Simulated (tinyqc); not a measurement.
Inside a calculation. Model: domain walls in a thin film with perpendicular anisotropy: Bloch, Neel and chiral walls, motion and stripe domains. Computed by tinyqc, a small Python program that keeps every step. Command: `OMP_NUM_THREADS=1 python tinyqc.py 3025214 3025215 out.jsonl mwall walk`. One thread of a shared host (Intel(R) Xeon(R) Processor @ 2.30GHz), about 0.01 s of CPU time with the checks. Intermediate numbers are printed to about 6 digits and carried at full precision; extremes and crossings named in words are read from the listed rows.

One-dimensional wall: polar angle theta(x), azimuth phi of the moment in the wall (phi = 0 Neel, 90 degrees Bloch). mu_0 = 1.25663706212e-6 T m/A, gamma = 1.76085963023e11 rad/(s T).

Inputs (values chosen for the exercise, for a model film): saturation magnetisation M_s = 903 kA/m; exchange stiffness A = 17 pJ/m; uniaxial anisotropy K_u = 579 kJ/m^3; DMI constant D = 0.37 mJ/m^2; thickness t = 1.9 nm; damping alpha = 0.032; field mu_0 H_z = 2.7 mT.

Drive: magnetic field.

## Width and energy of the Bloch wall

K_eff = K_u - mu_0 M_s^2/2; Delta = sqrt(A/K_eff); sigma_0 = 4 sqrt(A K_eff); profile theta = 2 arctan exp(x/Delta); quality factor Q = 2 K_u/(mu_0 M_s^2).

K_eff = 66.6634 kJ/m^3

width parameter Delta = 15.9691 nm

sigma_0 = 4.25822 mJ/m^2

quality factor Q = 1.13012

## Bloch or Neel

sigma(phi) = sigma_0 + 2 Delta K_D cos^2(phi) - pi D cos(phi), with the wall shape anisotropy K_D = N_x mu_0 M_s^2/2, N_x = t ln 2/(pi Delta). The minimum has cos(phi) = D/D_N for D < D_N = 4 Delta K_D/pi and phi = 0 beyond; sigma turns negative at D_c = (sigma_0 + 2 Delta K_D)/pi.

K_D = 13.4494 kJ/m^3

D_N = 0.273461 mJ/m^2

azimuth phi = 0 degrees

wall energy sigma = 3.52538 mJ/m^2

D_c = 1.49216 mJ/m^2

A pure chiral Neel wall. D is 0.25 of D_c.

## Walker breakdown

Field drive: steady motion v = gamma Delta B/alpha needs B = (alpha/2) [2 B_D sin(phi) - B_K sin(2 phi)] in size, B_K = 2 K_D/M_s, B_D = pi D/(2 M_s Delta), with phi moving from its rest value; the Walker field B_W is the largest value of |B_D sin(phi) - (B_K/2) sin(2 phi)| times alpha, reached at cos(phi) = [d - sqrt(d^2 + 8)]/4, d = B_D/B_K. Far above B_W/alpha, v = gamma Delta B alpha/(1 + alpha^2); this is used for all B above B_W.

B_K = 29.7883 mT

B_D = 40.3045 mT

Walker field B_W = 1.53488 mT

velocity at B_W = 134.874 m/s

velocity at B = 0.242703 m/s

B is above B_W: the wall moment precesses, and the far-field formula is used. Without D, B_W would be alpha B_K/2 = 0.477 mT, so D raises it 3.2 times. Caution: below about 3 B_W/alpha the mean velocity lies above the far-field formula, by a factor of roughly 1 + (B_W/(alpha B))^2/2.

## Stripe domains

Dipolar length l = sigma/(mu_0 M_s^2); for t much smaller than the period the domain width is w = 0.955 t exp(pi l/t) (Kaplan and Gehring), given as log10 of w in nm.

dipolar length l = 3.44049 nm

log10 of the domain width in nm = 2.72935

Equilibrium domains are about 540 nm wide.

## Raising D

The formulas are those given above.

Wall against D; the last column is the Kaplan-Gehring width, log10[0.955 t exp(pi sigma/(mu_0 M_s^2 t))/nm], with a dash where it falls below 10 Delta and the formula fails:
```
D (mJ/m^2)  phi (degrees)  sigma (mJ/m^2)  sigma/sigma_0  log10 domain width
0.055             78.3972         4.24085       0.995919             3.23075
0.140             59.2057         4.14564       0.973561             3.16403
0.220             36.4377         3.98020       0.934711             3.04809
0.300              0.0000         3.74529       0.879544             2.88347
0.600              0.0000         2.80282       0.658213             2.22298
0.900              0.0000         1.86034       0.436882                   -
1.200              0.0000         0.91786       0.215550                   -
1.300              0.0000         0.60370       0.141773                   -
```

D_N is 18 % of D_c, so a small D fixes the chirality long before it lowers the energy much. Beyond D_N sigma falls by pi per unit of D, and the domain width, which has sigma in an exponent, drops by 1.0 decades over the valid rows (values above 6 mean a single domain in any device).

Checks made by the program: sigma_0 against the integral over the profile (relative difference below 1e-10); B_W against a scan of phi (relative difference below 1e-10).
